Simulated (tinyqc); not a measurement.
# Schottky diode by thermionic emission with image-force lowering and series resistance: what changes with what

Metal on an n-type semiconductor with one parabolic valley; V > 0 is forward bias (metal positive). I = I0 [exp(Vj/(n Vt)) - 1] with Vj = V - I Rs; I0 = S A* T^2 exp(-(phi - dphi)/Vt), the lowering dphi taken at zero bias.

Parameters, values chosen for the exercise; band and dielectric values close to those of gallium arsenide: temperature T = 200 K; electron mass me = 0.0666 m0; relative permittivity eps_r = 12.7; barrier height seen from the metal phi = 0.92 eV; donor density Nd = 1.6e16 cm^-3; area S = 0.0082 cm^2.

Constants: q = 1.602176634e-19 C, kB = 1.380649e-23 J/K, h = 6.62607015e-34 J s, m0 = 9.1093837015e-31 kg, Vt = kB T/q, eps0 = 8.8541878128e-14 F/cm where lengths are in cm. Results are converted to the units shown.

Each table varies one quantity; the others keep the values above.

## Soft saturation in reverse bias

A* = 4 pi q me m0 kB^2/h^3 (times 1e-4 for A/(cm^2 K^2)); Nc = 2 (2 pi me m0 kB T/h^2)^1.5 (times 1e-6 for cm^-3); xi = Vt ln(Nc/Nd), Vbi = phi - xi; surface field Em = sqrt(2 q Nd (Vbi - V - Vt)/(eps0 eps_r)); dphi = sqrt(q Em/(4 pi eps0 eps_r)). Here dphi follows the bias, J = -A* T^2 exp(-(phi - dphi(V))/Vt) [1 - exp(V/Vt)], without Rs.

Result of one run:
```
V (V),Em (kV/cm),dphi (meV),J (A/cm^2)
-2,114.1,35.97,-1.694e-17
```

What becomes of these results when the applied bias V is changed from -2 to -0.5 V, all else the same?

Result of the changed run:
```
V (V),Em (kV/cm),dphi (meV),J (A/cm^2)
-0.5,78.64,29.86,-1.188e-17
```

The whole series:
```
V (V),Em (kV/cm),dphi (meV),J (A/cm^2)
-0.2,69.40,28.05,-1.070e-17
-0.5,78.64,29.86,-1.188e-17
-1,92.00,32.30,-1.368e-17
-2,114.1,35.97,-1.694e-17
-4,148.8,41.08,-2.277e-17
-7,189.3,46.32,-3.088e-17
-10,222.5,50.23,-3.872e-17
-15,268.9,55.21,-5.173e-17
```

dphi rises from 28.1 to 55.2 meV, as the square root of the field, and |J| grows by a factor of 4.84: the reverse current does not saturate. Tunnelling and generation are left out.

## Effect of the doping on the lowering

Same model as above.

Here V = 0 in Em.

Effect of the doping on the lowering:
```
Nd (cm^-3),Vbi (V),Em (kV/cm),dphi (meV),I0 (A)
9.3e13,0.7850,4.511,7.151,2.608e-20
2.5e14,0.8020,7.477,9.208,2.939e-20
6.7e14,0.8190,12.37,11.84,3.425e-20
1.8e15,0.8361,20.49,15.24,4.172e-20
4.8e15,0.8530,33.81,19.58,5.365e-20
1.3e16,0.8701,56.21,25.25,7.453e-20
3.4e16,0.8867,91.78,32.26,1.120e-19
```

What does the table show?

dphi rises from 7.15 to 32.3 meV, as Nd^(0.26) (1/4 at fixed Vbi), and I0 grows by a factor of 4.29.

Program tinyqc, `OMP_NUM_THREADS=1 python tinyqc.py 2640149 2640150 out.jsonl`; Intel Xeon 2.30GHz, shared host, one thread, about 0.01 s.
